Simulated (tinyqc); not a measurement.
RHF in the sto-3g basis, for BeH+, spin multiplicity 1, step by step (part 1 of 2). Computed by tinyqc, a small Python program that keeps every step (integrals from PySCF). Settings: charge = 1, multiplicity = 1, basis = sto-3g, energy threshold = 1e-08, iteration cap = 75, orthogonalisation = canonical, start = highest core orbitals, DIIS depth = 0, method = RHF. Command: `OMP_NUM_THREADS=1 python tinyqc.py 26188 26189 out.jsonl` (the two numbers bound the seeds that draw the settings). One thread of a shared host (Intel(R) Xeon(R) Processor @ 2.60GHz), about 0.08 s of CPU time with the checks. Later iterations appear only in the table of the cycle.

## One-electron integrals

Geometry (angstrom):
```
atom         x         y         z
Be    0.000000  0.000000  0.000000
H     0.000000  0.000000  1.174000
```

Basis sto-3g: exponents (1/bohr^2) and contraction coefficients of normalised primitives:
```
element  l (shell)   exponent  coefficient
Be           s (1)  30.167871     0.154329
Be           s (1)   5.495115     0.535328
Be           s (1)   1.487193     0.444635
Be           s (2)   1.314833    -0.099967
Be           s (2)   0.305539     0.399513
Be           s (2)   0.099371     0.700115
Be           p (3)   1.314833     0.155916
Be           p (3)   0.305539     0.607684
Be           p (3)   0.099371     0.391957
H            s (1)   3.425251     0.154329
H            s (1)   0.623914     0.535328
H            s (1)   0.168855     0.444635
```

Overlap, kinetic and nuclear-attraction integrals over the contracted functions; the nuclear repulsion is the sum of Za Zb / Rab.

nuclear repulsion = 1.80298879 hartree

overlap S, lower triangle:
```
           1Be 1s    1Be 2s   1Be 2px   1Be 2py   1Be 2pz     2H 1s
1Be 1s   1.000000
1Be 2s   0.259517  1.000000
1Be 2px  0.000000  0.000000  1.000000
1Be 2py  0.000000  0.000000  0.000000  1.000000
1Be 2pz  0.000000  0.000000  0.000000  0.000000  1.000000
2H 1s    0.100324  0.528213  0.000000  0.000000  0.566166  1.000000
```

kinetic energy T (hartree), lower triangle:
```
            1Be 1s    1Be 2s   1Be 2px   1Be 2py   1Be 2pz     2H 1s
1Be 1s    6.693975
1Be 2s   -0.033012  0.211111
1Be 2px   0.000000  0.000000  0.660592
1Be 2py   0.000000  0.000000  0.000000  0.660592
1Be 2pz   0.000000  0.000000  0.000000  0.000000  0.660592
2H 1s    -0.014663  0.097273  0.000000  0.000000  0.252154  0.760032
```

nuclear attraction V (hartree), lower triangle:
```
             1Be 1s     1Be 2s    1Be 2px    1Be 2py    1Be 2pz      2H 1s
1Be 1s   -15.011839
1Be 2s    -2.016217  -2.717992
1Be 2px    0.000000   0.000000  -2.654392
1Be 2py    0.000000   0.000000   0.000000  -2.654392
1Be 2pz   -0.023441  -0.168501   0.000000   0.000000  -2.789395
2H 1s     -0.791716  -1.532038   0.000000   0.000000  -1.638985  -3.001719
```

core Hamiltonian H = T + V (hartree), lower triangle:
```
            1Be 1s     1Be 2s    1Be 2px    1Be 2py    1Be 2pz      2H 1s
1Be 1s   -8.317864
1Be 2s   -2.049230  -2.506881
1Be 2px   0.000000   0.000000  -1.993800
1Be 2py   0.000000   0.000000   0.000000  -1.993800
1Be 2pz  -0.023441  -0.168501   0.000000   0.000000  -2.128803
2H 1s    -0.806380  -1.434765   0.000000   0.000000  -1.386832  -2.241687
```

## Two-electron integrals

Functions are numbered as in S; the eight-fold symmetry (ij|kl) = (ji|kl) = (kl|ij) leaves the list below.

Two-electron integrals (ij|kl) in chemists' order, unique and non-zero (hartree):
```
(11|11) 2.298831   (21|11) 0.392036   (21|21) 0.079539   (22|11) 0.570988
(22|21) 0.143041   (22|22) 0.417683   (31|31) 0.014607   (32|31) 0.021888
(32|32) 0.092265   (33|11) 0.569578   (33|21) 0.143083   (33|22) 0.417589
(33|33) 0.449859   (41|41) 0.014607   (42|41) 0.021888   (42|42) 0.092265
(43|43) 0.024249   (44|11) 0.569578   (44|21) 0.143083   (44|22) 0.417589
(44|33) 0.401360   (44|44) 0.449859   (51|51) 0.014607   (52|51) 0.021888
(52|52) 0.092265   (53|53) 0.024249   (54|54) 0.024249   (55|11) 0.569578
(55|21) 0.143083   (55|22) 0.417589   (55|33) 0.401360   (55|44) 0.401360
(55|55) 0.449859   (61|11) 0.151294   (61|21) 0.030598   (61|22) 0.055162
(61|33) 0.054755   (61|44) 0.054755   (61|51) 0.002799   (61|52) 0.005104
(61|55) 0.056004   (61|61) 0.012378   (62|11) 0.278836   (62|21) 0.070405
(62|22) 0.214289   (62|33) 0.207232   (62|44) 0.207232   (62|51) 0.009253
(62|52) 0.050055   (62|55) 0.228214   (62|61) 0.029719   (62|62) 0.147941
(63|31) 0.007464   (63|32) 0.032134   (63|53) 0.009377   (63|63) 0.016237
(64|41) 0.007464   (64|42) 0.032134   (64|54) 0.009377   (64|64) 0.016237
(65|11) 0.270891   (65|21) 0.069394   (65|22) 0.221737   (65|33) 0.208840
(65|44) 0.208840   (65|51) 0.015432   (65|52) 0.079291   (65|55) 0.247290
(65|61) 0.031081   (65|62) 0.176204   (65|65) 0.221038   (66|11) 0.442532
(66|21) 0.113858   (66|22) 0.379536   (66|33) 0.352760   (66|44) 0.352760
(66|51) 0.020182   (66|52) 0.129967   (66|55) 0.432685   (66|61) 0.050075
(66|62) 0.315033   (66|65) 0.402852   (66|66) 0.774606
```

## Orthogonalisation

S = U s U^T; canonical form X = U s^(-1/2), so that X^T S X = 1. Each column of U has its largest component positive (the first on a tie).

eigenvalues of S: 0.221533  0.792492  1.000000  1.000000  1.162239  1.823736

X:
```
                 1          2          3         4          5         6
1Be 1s    0.162393   0.818115   0.000000  0.000000   0.589727  0.180673
1Be 2s   -1.060465  -0.588086   0.000000  0.000000   0.429663  0.379190
1Be 2px   0.000000   0.000000  -0.015886  0.999874   0.000000  0.000000
1Be 2py   0.000000   0.000000   0.999874  0.015886   0.000000  0.000000
1Be 2pz  -1.078634   0.466339   0.000000  0.000000  -0.550571  0.345425
2H 1s     1.483100  -0.170920   0.000000  0.000000  -0.157770  0.502572
```

Within a degenerate level the vectors are fixed only up to a rotation; this is one choice.

## Starting guess

The start is the highest orbitals of the core Hamiltonian (a deliberately bad start); D = 2 C_occ C_occ^T.

D at the start, lower triangle:
```
            1Be 1s     1Be 2s   1Be 2px   1Be 2py    1Be 2pz     2H 1s
1Be 1s    0.079219
1Be 2s   -0.446570   3.041284
1Be 2px   0.000000   0.000000  0.000000
1Be 2py   0.000000   0.000000  0.000000  0.000000
1Be 2pz   0.045791   1.019102  0.000000  0.000000   3.140344
2H 1s     0.301060  -3.073398  0.000000  0.000000  -3.181311  4.759645
```

## Iteration 1: building the Fock matrix

J_ij = sum D_kl (ij|kl), K_ij = sum D_kl (ik|jl); F = H + J - 0.5 K; E = tr D H + tr D J / 2 - 0.25 tr D K + E_nn.

Coulomb J (hartree), lower triangle:
```
            1Be 1s     1Be 2s   1Be 2px   1Be 2py   1Be 2pz     2H 1s
1Be 1s    2.117043
1Be 2s    0.530433   1.610797
1Be 2px   0.000000   0.000000  1.557144
1Be 2py   0.000000   0.000000  0.000000  1.557144
1Be 2pz  -0.011370  -0.000449  0.000000  0.000000  1.716997
2H 1s     0.204310   0.917320  0.000000  0.000000  1.020122  1.930534
```

exchange K (hartree), lower triangle:
```
            1Be 1s     1Be 2s   1Be 2px   1Be 2py   1Be 2pz     2H 1s
1Be 1s    0.063856
1Be 2s    0.047335   0.549449
1Be 2px   0.000000   0.000000  0.162957
1Be 2py   0.000000   0.000000  0.000000  0.162957
1Be 2pz  -0.031017  -0.424100  0.000000  0.000000  0.675477
2H 1s     0.000006   0.074961  0.000000  0.000000  0.151452  0.697855
```

Fock matrix F (hartree), lower triangle:
```
            1Be 1s     1Be 2s    1Be 2px    1Be 2py    1Be 2pz      2H 1s
1Be 1s   -6.232749
1Be 2s   -1.542464  -1.170809
1Be 2px   0.000000   0.000000  -0.518135
1Be 2py   0.000000   0.000000   0.000000  -0.518135
1Be 2pz  -0.019302   0.043100   0.000000   0.000000  -0.749544
2H 1s    -0.602073  -0.554926   0.000000   0.000000  -0.442436  -0.660081
```

total energy of this density = -2.80625417 hartree

## Iteration 1: diagonalisation and new density

Diagonalise F' = X^T F X, C = X C', fill 2 alpha and 2 beta electrons from the bottom; D = 2 C_occ C_occ^T. Each column has its largest component positive (the first on a tie).

F' = X^T F X (hartree), lower triangle:
```
           1          2          3          4          5          6
1  -0.297296
2  -0.224720  -3.185656
3   0.000000   0.000000  -0.518135
4   0.000000   0.000000   0.000000  -0.518135
5  -0.149542  -2.399294   0.000000   0.000000  -3.306518
6   0.031406  -1.153607   0.000000   0.000000  -1.230603  -1.304877
```

orbital energies (hartree): MO1 -6.233959, MO2 -0.867142, MO3 -0.737884, MO4 -0.518135, MO5 -0.518135, MO6 -0.255362

coefficients C:
```
               MO1        MO2        MO3       MO4        MO5        MO6
1Be 1s    1.003875  -0.232995  -0.096224  0.000000   0.000000   0.069238
1Be 2s   -0.016387   0.969159   0.294308  0.000000   0.000000  -0.879017
1Be 2px   0.000000   0.000000   0.000000  0.944233  -0.329279   0.000000
1Be 2py   0.000000   0.000000   0.000000  0.329279   0.944233   0.000000
1Be 2pz   0.002176  -0.377959   0.782192  0.000000   0.000000  -1.024054
2H 1s     0.002639  -0.037544   0.219747  0.000000   0.000000   1.567343
```

D after iteration 1, lower triangle:
```
            1Be 1s     1Be 2s   1Be 2px   1Be 2py   1Be 2pz     2H 1s
1Be 1s    2.124105
1Be 2s   -0.484520   1.879076
1Be 2px   0.000000   0.000000  0.000000
1Be 2py   0.000000   0.000000  0.000000  0.000000
1Be 2pz   0.180495  -0.732677  0.000000  0.000000  0.285716
2H 1s     0.022794  -0.072858  0.000000  0.000000  0.028392  0.002833
```

Within a degenerate level the vectors are fixed only up to a rotation; this is one choice.

## Iteration 2: building the Fock matrix

As before.

Coulomb J (hartree), lower triangle:
```
            1Be 1s     1Be 2s   1Be 2px   1Be 2py   1Be 2pz     2H 1s
1Be 1s    5.721628
1Be 2s    1.060715   1.963352
1Be 2px   0.000000   0.000000  1.955705
1Be 2py   0.000000   0.000000  0.000000  1.955705
1Be 2pz  -0.027088  -0.129490  0.000000  0.000000  1.968971
2H 1s     0.403038   0.912610  0.000000  0.000000  0.874285  1.464739
```

exchange K (hartree), lower triangle:
```
            1Be 1s     1Be 2s   1Be 2px   1Be 2py    1Be 2pz     2H 1s
1Be 1s    4.659324
1Be 2s    0.790969   0.816801
1Be 2px   0.000000   0.000000  0.186353
1Be 2py   0.000000   0.000000  0.000000  0.186353
1Be 2pz  -0.012501  -0.352562  0.000000  0.000000   0.315538
2H 1s     0.301424   0.218214  0.000000  0.000000  -0.050145  0.073105
```

Fock matrix F (hartree), lower triangle:
```
            1Be 1s     1Be 2s    1Be 2px    1Be 2py    1Be 2pz      2H 1s
1Be 1s   -4.925898
1Be 2s   -1.383999  -0.951930
1Be 2px   0.000000   0.000000  -0.131272
1Be 2py   0.000000   0.000000   0.000000  -0.131272
1Be 2pz  -0.044279  -0.121710   0.000000   0.000000  -0.317601
2H 1s    -0.554053  -0.631262   0.000000   0.000000  -0.487475  -0.813501
```

total energy of this density = -13.93590510 hartree

## Iteration 2: diagonalisation and new density

As before.

F' = X^T F X (hartree), lower triangle:
```
           1          2          3          4          5          6
1   0.132881
2  -0.178259  -2.248551
3   0.000000   0.000000  -0.131272
4   0.000000   0.000000   0.000000  -0.131272
5   0.086991  -2.033828   0.000000   0.000000  -2.516413
6  -0.167031  -0.861122   0.000000   0.000000  -1.054739  -1.278550
```

orbital energies (hartree): MO1 -4.929293, MO2 -0.800736, MO3 -0.407049, MO4 -0.131272, MO5 -0.131272, MO6 0.226446

coefficients C:
```
               MO1        MO2        MO3        MO4       MO5        MO6
1Be 1s    0.992471  -0.185576  -0.219840   0.000000  0.000000   0.091320
1Be 2s    0.030882   0.357904   1.010252   0.000000  0.000000  -0.805710
1Be 2px   0.000000   0.000000   0.000000   0.982218  0.187742   0.000000
1Be 2py   0.000000   0.000000   0.000000  -0.187742  0.982218   0.000000
1Be 2pz   0.014666   0.123713  -0.322838   0.000000  0.000000  -1.297545
2H 1s    -0.008654   0.715802  -0.552882   0.000000  0.000000   1.299286
```

D after iteration 2, lower triangle:
```
            1Be 1s    1Be 2s   1Be 2px   1Be 2py   1Be 2pz     2H 1s
1Be 1s    2.038872
1Be 2s   -0.071538  0.258097
1Be 2px   0.000000  0.000000  0.000000
1Be 2py   0.000000  0.000000  0.000000  0.000000
1Be 2pz  -0.016804  0.089461  0.000000  0.000000  0.031040
2H 1s    -0.282849  0.511842  0.000000  0.000000  0.176854  1.024894
```

Within a degenerate level the vectors are fixed only up to a rotation; this is one choice.

## Iteration 3: building the Fock matrix

As before.

Coulomb J (hartree), lower triangle:
```
           1Be 1s    1Be 2s   1Be 2px   1Be 2py   1Be 2pz     2H 1s
1Be 1s   5.545199
1Be 2s   1.025292  1.920045
1Be 2px  0.000000  0.000000  1.877638
1Be 2py  0.000000  0.000000  0.000000  1.877638
1Be 2pz  0.037457  0.225373  0.000000  0.000000  1.995430
2H 1s    0.406621  1.149306  0.000000  0.000000  1.274815  2.250487
```

exchange K (hartree), lower triangle:
```
           1Be 1s    1Be 2s   1Be 2px   1Be 2py   1Be 2pz     2H 1s
1Be 1s   4.611325
1Be 2s   0.800117  0.601235
1Be 2px  0.000000  0.000000  0.099847
1Be 2py  0.000000  0.000000  0.000000  0.099847
1Be 2pz  0.010149  0.394682  0.000000  0.000000  0.450876
2H 1s    0.312625  0.740632  0.000000  0.000000  0.722288  1.327058
```

Fock matrix F (hartree), lower triangle:
```
            1Be 1s     1Be 2s    1Be 2px    1Be 2py    1Be 2pz      2H 1s
1Be 1s   -5.078328
1Be 2s   -1.423996  -0.887454
1Be 2px   0.000000   0.000000  -0.166085
1Be 2py   0.000000   0.000000   0.000000  -0.166085
1Be 2pz   0.008942  -0.140468   0.000000   0.000000  -0.358811
2H 1s    -0.556071  -0.655774   0.000000   0.000000  -0.473161  -0.654730
```

total energy of this density = -14.60701016 hartree

## Iteration 3: diagonalisation and new density

As before.

F' = X^T F X (hartree), lower triangle:
```
           1          2          3          4          5          6
1   0.485211
2  -0.157770  -2.249859
3   0.000000   0.000000  -0.166085
4   0.000000   0.000000   0.000000  -0.166085
5  -0.067943  -2.127873   0.000000   0.000000  -2.605830
6  -0.053228  -0.895873   0.000000   0.000000  -1.079705  -1.247560
```

orbital energies (hartree): MO1 -5.080984, MO2 -0.744918, MO3 -0.288633, MO4 -0.166085, MO5 -0.166085, MO6 0.496496

coefficients C:
```
               MO1        MO2        MO3        MO4       MO5        MO6
1Be 1s    0.993217  -0.200437  -0.190854   0.000000  0.000000   0.114125
1Be 2s    0.025343   0.499964   0.749542   0.000000  0.000000  -0.993180
1Be 2px   0.000000   0.000000   0.000000   0.764352  0.644800   0.000000
1Be 2py   0.000000   0.000000   0.000000  -0.644800  0.764352   0.000000
1Be 2pz  -0.000701   0.257239  -0.662234   0.000000  0.000000  -1.139580
2H 1s    -0.000836   0.530982  -0.195383   0.000000  0.000000   1.478565
```

D after iteration 3, lower triangle:
```
            1Be 1s    1Be 2s   1Be 2px   1Be 2py   1Be 2pz     2H 1s
1Be 1s    2.053311
1Be 2s   -0.150081  0.501212
1Be 2px   0.000000  0.000000  0.000000
1Be 2py   0.000000  0.000000  0.000000  0.000000
1Be 2pz  -0.104513  0.257185  0.000000  0.000000  0.132345
2H 1s    -0.214518  0.530901  0.000000  0.000000  0.273179  0.563885
```

Within a degenerate level the vectors are fixed only up to a rotation; this is one choice.

## Iteration 4: building the Fock matrix

As before.

Coulomb J (hartree), lower triangle:
```
           1Be 1s    1Be 2s   1Be 2px   1Be 2py   1Be 2pz     2H 1s
1Be 1s   5.592805
1Be 2s   1.035473  1.933123
1Be 2px  0.000000  0.000000  1.898558
1Be 2py  0.000000  0.000000  0.000000  1.898558
1Be 2pz  0.036641  0.210449  0.000000  0.000000  1.992794
2H 1s    0.410031  1.131070  0.000000  0.000000  1.238505  2.154513
```

exchange K (hartree), lower triangle:
```
            1Be 1s    1Be 2s   1Be 2px   1Be 2py   1Be 2pz     2H 1s
1Be 1s    4.620426
1Be 2s    0.802895  0.650037
1Be 2px   0.000000  0.000000  0.118073
1Be 2py   0.000000  0.000000  0.000000  0.118073
1Be 2pz  -0.000746  0.424671  0.000000  0.000000  0.466523
2H 1s     0.314045  0.734516  0.000000  0.000000  0.690322  1.173943
```

Fock matrix F (hartree), lower triangle:
```
            1Be 1s     1Be 2s    1Be 2px    1Be 2py    1Be 2pz      2H 1s
1Be 1s   -5.035272
1Be 2s   -1.415204  -0.898776
1Be 2px   0.000000   0.000000  -0.154279
1Be 2py   0.000000   0.000000   0.000000  -0.154279
1Be 2pz   0.013573  -0.170387   0.000000   0.000000  -0.369271
2H 1s    -0.553371  -0.670953   0.000000   0.000000  -0.493488  -0.674146
```

total energy of this density = -14.65304233 hartree

## Iteration 4: diagonalisation and new density

As before.

F' = X^T F X (hartree), lower triangle:
```
           1          2          3          4          5          6
1   0.459721
2  -0.169432  -2.216881
3   0.000000   0.000000  -0.154279
4   0.000000   0.000000   0.000000  -0.154279
5  -0.068957  -2.119861   0.000000   0.000000  -2.582974
6  -0.035474  -0.879788   0.000000   0.000000  -1.063410  -1.272343
```

orbital energies (hartree): MO1 -5.038094, MO2 -0.776762, MO3 -0.271023, MO4 -0.154279, MO5 -0.154279, MO6 0.473403

coefficients C:
```
               MO1        MO2        MO3        MO4       MO5        MO6
1Be 1s    0.993015  -0.200204  -0.195922   0.000000  0.000000   0.107519
1Be 2s    0.025551   0.506510   0.768396   0.000000  0.000000  -0.975289
1Be 2px   0.000000   0.000000   0.000000  -0.185651  0.982616   0.000000
1Be 2py   0.000000   0.000000   0.000000   0.982616  0.185651   0.000000
1Be 2pz  -0.002169   0.285477  -0.644541   0.000000  0.000000  -1.142993
2H 1s     0.000426   0.508439  -0.206618   0.000000  0.000000   1.484947
```

D after iteration 4, lower triangle:
```
            1Be 1s    1Be 2s   1Be 2px   1Be 2py   1Be 2pz     2H 1s
1Be 1s    2.052319
1Be 2s   -0.152066  0.514410
1Be 2px   0.000000  0.000000  0.000000
1Be 2py   0.000000  0.000000  0.000000  0.000000
1Be 2pz  -0.118616  0.289083  0.000000  0.000000  0.163004
2H 1s    -0.202737  0.515080  0.000000  0.000000  0.290294  0.517021
```

Within a degenerate level the vectors are fixed only up to a rotation; this is one choice.

## Iteration 13 (converged): orbitals

converged F (hartree), lower triangle:
```
            1Be 1s     1Be 2s    1Be 2px    1Be 2py    1Be 2pz      2H 1s
1Be 1s   -5.030352
1Be 2s   -1.415259  -0.891506
1Be 2px   0.000000   0.000000  -0.151863
1Be 2py   0.000000   0.000000   0.000000  -0.151863
1Be 2pz   0.015098  -0.174356   0.000000   0.000000  -0.379250
2H 1s    -0.553604  -0.666912   0.000000   0.000000  -0.500625  -0.672698
```

As before.

F' = X^T F X (hartree), lower triangle:
```
           1          2          3          4          5          6
1   0.460018
2  -0.170644  -2.207792
3   0.000000   0.000000  -0.151863
4   0.000000   0.000000   0.000000  -0.151863
5  -0.071951  -2.119087   0.000000   0.000000  -2.583794
6  -0.030333  -0.884558   0.000000   0.000000  -1.056604  -1.273799
```

orbital energies (hartree): MO1 -5.033248, MO2 -0.776594, MO3 -0.269330, MO4 -0.151863, MO5 -0.151863, MO6 0.473806

coefficients C:
```
               MO1        MO2        MO3        MO4       MO5        MO6
1Be 1s    0.992945  -0.197310  -0.199689   0.000000  0.000000   0.106580
1Be 2s    0.025647   0.497695   0.775645   0.000000  0.000000  -0.974085
1Be 2px   0.000000   0.000000   0.000000   0.984413  0.175870   0.000000
1Be 2py   0.000000   0.000000   0.000000  -0.175870  0.984413   0.000000
1Be 2pz  -0.002663   0.303216  -0.641365   0.000000  0.000000  -1.140207
2H 1s     0.000797   0.504163  -0.194620   0.000000  0.000000   1.488023
```

D after iteration 13, lower triangle:
```
            1Be 1s    1Be 2s   1Be 2px   1Be 2py   1Be 2pz     2H 1s
1Be 1s    2.049740
1Be 2s   -0.145469  0.496716
1Be 2px   0.000000  0.000000  0.000000
1Be 2py   0.000000  0.000000  0.000000  0.000000
1Be 2pz  -0.124943  0.301681  0.000000  0.000000  0.183894
2H 1s    -0.197370  0.501880  0.000000  0.000000  0.305736  0.508362
```

Within a degenerate level the vectors are fixed only up to a rotation; this is one choice.
